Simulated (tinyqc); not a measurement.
Worked calculation: polytypes by hexagonality, and a cubic inclusion as a quantum well. Values are carried at full precision from step to step, so a last printed digit may differ when a step is redone from the rounded ones.

A layer is h if its two neighbours in the periodic sequence sit on the same site, k otherwise; the hexagonality h is the share of h layers.

Constants: hbar^2/2m0 = 3.80998211 eV angstrom^2.

Inputs chosen for the exercise (of the order of those of SiC; not measured data):
- E3 = 2.373 eV (gap of the cubic polytype)
- E2 = 3.301 eV (gap of 2H)
- Ev2 = 0.115 eV (valence top of 2H above that of 3C)
- P2 = -0.0507 C/m^2 (spontaneous polarisation of 2H)
- Es = 3.28 eV (gap at the hexagonality hs)
- hs = 0.5 (hexagonality up to which the first line holds)
- m = (0.316, 0.311) m0 (electron mass along c in the cubic layer and in the host)
- d = 2.524 angstrom (thickness of a double layer)
- eps = 9.7 (dielectric constant)
- N = 2 (double layers in the cubic inclusion)

## Hexagonality

Stacking sequences:
```
polytype               sequence
15R             ABCACBCABACABCB
9R                    ABCBCACAB
21R       ABCACBACABCBACBCABACB
4H                         ABCB
10H                  ABCABCBACB
```

Give the h/k string and h of each.

Hexagonality:
```
polytype             h/k string       h
15R             hkkhkhkkhkhkkhk  0.4000
9R                    hkhhkhhkh  0.6667
21R       hkkhkkkhkkhkkkhkkhkkk  0.2857
4H                         hkhk  0.5000
10H                  hkkkkhkkkk  0.2000
```

## Gaps and band edges

Gap: E3 + (Es - E3) h/hs for h up to hs, then linear from Es to E2 at h = 1. Valence top Ev2 h and polarisation P2 h, both counted from 3C; Ec = Ev + gap.

Evaluate for each polytype.

Results:
```
polytype  gap (eV)  Ev (eV)  Ec (eV)  P (C/m^2)
15R         3.0986   0.0460   3.1446   -0.02028
9R          3.2870   0.0767   3.3637   -0.03380
21R         2.8913   0.0329   2.9241   -0.01449
4H          3.2800   0.0575   3.3375   -0.02535
10H         2.7358   0.0230   2.7588   -0.01014
```

The widest gap is that of 9R, the narrowest that of 10H. Ev and Ec both rise with h, so 3C collects electrons and the more hexagonal side holes: a staggered line-up.

## The bound level without the field

A cubic inclusion of width L = N d in the host (h = 0.5) is a well of depth V = Ec(host) - Ec(3C). Square well with mass mismatch: k tan(k L/2) = (m_w/m_b) q, k = sqrt(m_w E/c), q = sqrt(m_b (V - E)/c), c = hbar^2/2m0, lowest root. The depth of the level, V - E, is its binding, and the transition to the valence top of the host is gap(host) - (V - E). The step in polarisation gives a field |F| = |P|/(eps eps0) in a thin inclusion, eps0 = 8.8541878e-12 F/m.

Give V, L, the level E, its depth below the host conduction edge and the transition to the valence top of the host, gap(host) - (V - E).

V = 0.9645 eV
L = 5.048 angstrom
E above the bottom = 0.6663 eV
depth below the host edge = 0.2982 eV
transition = 2.9818 eV

The level keeps 31 % of the well depth. The transition lies above the gap of 3C itself (2.373 eV). At a few layers the effective-mass picture is only a guide.

## The polarisation field

Give |F|, the drop |F| L, the bound charge |P|/e per cm^2 (e = 1.602176634e-19 C), and, as a first estimate, the shift -|F| L/2 of the transition for an electron centred in the layer and a hole in the host on the high side.

|F| = 2.952 MV/cm
drop = 149.0 meV
bound charge = 1.58e+13 cm^-2
estimated shift = -74.5 meV

The drop is 15 % of the well depth. The host edge on the low side sinks by 74 meV against the centre, less than the 298 meV by which the flat well binds.

## Checks

- Square-well root against finite differences on a grid of 0.5 angstrom (eV): 0.666 against 0.667.

Program tinyqc; command `OMP_NUM_THREADS=1 python tinyqc.py 1881245 1881246 out.jsonl`; about 0.04 s on one thread of a shared Intel(R) Xeon(R) Processor @ 2.30GHz.
